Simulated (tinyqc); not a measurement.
Worked calculation: plane-wave Kohn-Sham cycle with exchange-only LDA in a layered model solid. Computed by tinyqc, a small Python program that keeps every step. Settings: points = 16, plane-wave index or count = 3, electrons = 2, k points = 4, area = 9.0, mixing = 0.3, iteration cap = 66. Command: `OMP_NUM_THREADS=1 python tinyqc.py 31364 31365 out.jsonl` (the two numbers bound the seeds that draw the settings). One thread of a shared host (Intel(R) Xeon(R) Processor @ 2.60GHz), about 0.03 s of CPU time with the checks.

A solid whose potential varies along x alone (atomic units):
```
parameter                      value
period a                   11.200000
cross-section of the cell   9.000000
electrons per cell                 2
grid points                       16
plane waves -n..n, n               3
k points                           4
V1 in V1 cos(2 pi x/a)     -0.470000
V2 in V2 cos(4 pi x/a)     -0.030000
```

Stop when sqrt(dV sum R^2) is below 1e-8, dV = a A/N.

Course of the cycle:
```
iteration  E (hartree)  norm of the residual
1            -1.001130              2.61e-01
2            -0.563647              1.01e-01
3            -0.556538              1.61e-01
4            -0.639796              1.52e-01
5            -0.542054              1.21e-01
6            -0.592981              1.27e-01
7            -0.555280              1.59e-01
8            -0.638567              1.52e-01
9            -0.542546              1.23e-01
10           -0.595792              1.29e-01
11           -0.554682              1.57e-01
...                ...                   ...
56           -0.628907              1.47e-01
57           -0.545255              1.32e-01
58           -0.606180              1.35e-01
59           -0.551841              1.50e-01
60           -0.628505              1.47e-01
61           -0.545370              1.32e-01
62           -0.606603              1.35e-01
63           -0.551721              1.50e-01
64           -0.628131              1.47e-01
65           -0.545481              1.33e-01
66           -0.607011              1.36e-01
```

Can the last value be used, and what does the course show?

Not by the stop rule. Not converged within 66 iterations: the residual wanders without falling. Reruns (cap 100 unless said): mixing 0.1: not converged; mixing 0.5, Kerker q0 1.0: converged in 42 (E = -0.52360); mixing 0.3, Pulay depth 5: converged in 28 (E = -0.52360); the original settings with a cap of 400: not converged.
